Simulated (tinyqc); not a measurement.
## MESFET, gradual channel with velocity saturation: effect of the saturation velocity on saturation

A uniformly doped n-type channel, depleted from the top by a Schottky gate; at channel potential V the depleted share of a is u = sqrt((Vbi - Vg + V)/Vp), s at the source. Electrons drift with v = mu E/(1 + mu E/vsat). Abrupt depletion edge, no series resistance, source at 0.

Vbi = phiB - Vt ln(Nc/Nd); Vp = q Nd a^2/(2 eps0 eps_r); G0 = q mu Nd a W/L; Z = mu Vp/(vsat L); s = sqrt((Vbi - Vg)/Vp). I = (G0 Vp/3) F/(1 + Z (u^2 - s^2)), F = 3 (u^2 - s^2) - 2 (u^3 - s^3), with u at V = Vd; Z = 0 gives constant mobility, for which u stops at 1. The current peaks at u = um, the root of (1 - u)(1 + Z (u^2 - s^2)) = Z F/3; beyond Vdsat = Vp (um^2 - s^2) it is held at that value. gm = G0 (um - s)/(1 + Z (um^2 - s^2)).

Inputs (values chosen for the exercise); material values close to those of gallium arsenide: temperature T = 300 K; relative permittivity of the semiconductor eps_r = 13.1; conduction-band density of states at T Nc = 4.37e17 cm^-3; donor density of the channel Nd = 1e17 cm^-3; channel thickness a = 240 nm; low-field mobility at this doping mu = 4600 cm^2/(V s); gate length L = 0.5 um; gate width W = 100 um; Schottky barrier phiB = 0.7 V; gate voltage Vg = 0 V.

Constants: q = 1.602176634e-19 C, kB = 1.380649e-23 J/K, Vt = kB T/q, eps0 = 8.8541878128e-14 F/cm where lengths are in cm. Results are converted to the units shown.

The same in every row: Isat for Z = 0 (mA) = 298.63.

Effect of the saturation velocity on saturation:
```
vsat (cm/s)       Z       um  Vdsat (V)  Isat (mA)  gm (mS)
3e6          122.00  0.50402    0.34874     5.7214   2.9079
4.8e6        76.248  0.52582    0.43803     8.7520   4.4401
7.7e6        47.531  0.55173    0.54911     13.272   6.7300
1.2e7        30.499  0.57995    0.67614     19.382   9.8429
2e7          18.300  0.61717    0.85341     29.441   15.030
3.1e7        11.806  0.65294     1.0341     41.371   21.304
5e7          7.3198  0.69534     1.2616     58.573   30.617
```

As vsat goes from 3e6 to 5e7 cm/s, Vdsat rises from 0.349 to 1.26 V, Isat rises from 5.72 to 58.6 mA and gm rises from 2.91 to 30.6 mS. Isat is 0.0192 of the constant-mobility value in the first row and 0.196 in the last.

Computed by the program tinyqc: `OMP_NUM_THREADS=1 python tinyqc.py 2500046 2500047 out.jsonl`, one thread of a shared Intel Xeon 2.30GHz, about 0.05 s for the whole run.
